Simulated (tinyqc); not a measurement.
Core-level spacing from the offsets.

Inverse problem. For an overlayer B on a substrate A, dEv = (iB - iA) - (cB - vB) + (cA - vA) in binding energies, and dEc + dEv = EgB - EgA. Find dEv and the spacing iB - iA that a thin film must show.

Parameters, values chosen for the exercise:

| symbol | value | unit | meaning |
|---|---|---|---|
| EgA | 0.67 | eV | gap of the substrate A |
| EgB | 5.88 | eV | gap of the overlayer B |

dEc = 2.1308727 eV
cA - vA = 61.679127 eV
cB - vB = 86.49 eV

Solution. The gaps give dEv, and the Kraut relation is solved for the spacing.

dEv = 3.0791 eV
iB - iA = 27.890 eV

Program tinyqc, `OMP_NUM_THREADS=1 python tinyqc.py 2410118 2410119 out.jsonl`; Intel Xeon 2.30GHz, shared host, one thread, about 0.01 s.
